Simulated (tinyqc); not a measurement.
Changing the atomic mass M: Born-von Karman spring model of a cubic crystal with one atom per cell. Computed by tinyqc, a small Python program. Command: `OMP_NUM_THREADS=1 python tinyqc.py 3025747 3025748 out.jsonl springs sweep`. One thread of a shared host (Intel(R) Xeon(R) Processor @ 2.30GHz), about 0.2 s of CPU time with the checks.

First neighbours lie at a/2 (1,1,1) (8 of them), second at a (1,0,0) (6), with all permutations and signs; the volume per atom is Omega = a^3/2. Two shells of springs match a real metal only roughly, above all at the zone boundary.

Inputs (values chosen for the exercise, modelled on tantalum): lattice constant a = 3.3 angstrom; radial spring k1L = 3.34 eV/angstrom^2; transverse spring k1T = -0.29 eV/angstrom^2; radial spring k2L = 1.6 eV/angstrom^2; transverse spring k2T = -0.066 eV/angstrom^2; mesh divisions n = 8; temperature T = 77 K.

Lattice: bcc.

Constants: 1 eV/angstrom^3 = 160.2176634 GPa; u = 1.6605390666e-27 kg; nu for 1 eV/(angstrom^2 u) = 15.6333042 THz; h x 1 THz = 4.135667696 meV; k_B = 8.617333262e-05 eV/K; hbar^2/u = 4.18015928e-03 eV angstrom^2; hbar = 1.054571817e-34 J s; k_B = 1.380649e-23 J/K.

Method:
- [ij,kl] = (1/(2 Omega)) sum_R K_ij R_k R_l; C11 = [xx,xx], C44 = [xx,yy], C12 = 2 [xy,xy] - C44; B = (C11 + 2 C12)/3; Zener ratio A = 2 C44/(C11 - C12). K(R) = kL n n^T + kT (1 - n n^T).
- rho = M/Omega and v = sqrt(C/rho), with C = C11, C44, C44 along [100]; (C11 + C12 + 2 C44)/2, C44, (C11 - C12)/2 along [110]; (C11 + 2 C12 + 4 C44)/3 and twice (C11 - C12 + C44)/3 along [111].
- A neighbour at R with unit vector n couples by the matrix K(R) = kL n n^T + kT (1 - n n^T), and D(q) = (1/M) sum_R K(R) [1 - cos(q.R)].
- An eigenvalue lambda of D in eV/(angstrom^2 u) gives nu = 15.6333042 THz x sqrt(lambda).
- Mesh: q = sum_i (m_i + 1/2)/n b_i, m_i = 0..n-1, with b = [[0, 1, 1], [1, 0, 1], [1, 1, 0]] in 2 pi/a; sums are averages over the n^3 points, per atom.
- With x = h nu/(k_B T) and n = 1/(exp(x) - 1) for each mode: F = k_B T [x/2 + ln(1 - exp(-x))], U = k_B T x (n + 1/2), S/k_B = x n - ln(1 - exp(-x)), C/k_B = x^2 n (n + 1).
- <u_x^2> = (1/3) sum over modes of hbar^2/(2 M h nu) coth(x/2); zero-point energy = sum h nu/2. <u_x^2> converges slowly with the mesh, from below, with an error of order 1/n.
- Christoffel matrix G_xx = C11 n_x^2 + C44 (1 - n_x^2), G_xy = (C12 + C44) n_x n_y, with eigenvalues rho v^2; v_m^-3 is the mean of v^-3 over three branches and all directions (12 Gauss-Legendre points in cos(theta) times 24 angles phi = (j + 1/2) pi/12); q_D = (6 pi^2/Omega)^(1/3); Theta = hbar v_m q_D/k_B.

One run for each value; columns: (1) atomic mass M (u); (2) elastic Debye temperature (K); (3) <u_x^2> (angstrom^2); (4) entropy S (k_B/atom); (5) zero-point energy (meV/atom); (6) C11 (GPa):
```
(1)     (2)        (3)     (4)     (5)     (6)
45   504.45  0.0019998  0.3522  44.238  244.70
67   413.42  0.0017439  0.5572  36.255  244.70
100  338.40  0.0015526  0.8314  29.676  244.70
150  276.30  0.0014121  1.1782  24.230  244.70
220  228.15  0.0013169  1.5639  20.007  244.70
330  186.28  0.0012457  2.0240  16.336  244.70
490  152.87  0.0011976  2.5134  13.406  244.70
720  126.11  0.0011651  3.0190  11.060  244.70
```

What does the table show, and why?

Over the rows, elastic Debye temperature (K) falls from 504 to 126 (exponent d ln y / d ln x about -0.50 throughout); <u_x^2> (angstrom^2) falls from 0.00200 to 0.00117 (exponent d ln y / d ln x -0.34 between the first rows and -0.071 between the last); entropy S (k_B/atom) rises from 0.352 to 3.02 (exponent d ln y / d ln x 1.2 between the first rows and 0.48 between the last). The exponent of elastic Debye temperature stays at -0.50: frequencies scale as M^(-1/2). The exponent of zero-point energy stays at -0.50: frequencies scale as M^(-1/2). The mass rescales all frequencies, so a heavier crystal at T acts as a lighter one at higher T: S grows, and <u_x^2> tends to the classical k_B T over a spring constant, which holds no mass. Elastic constants are static.
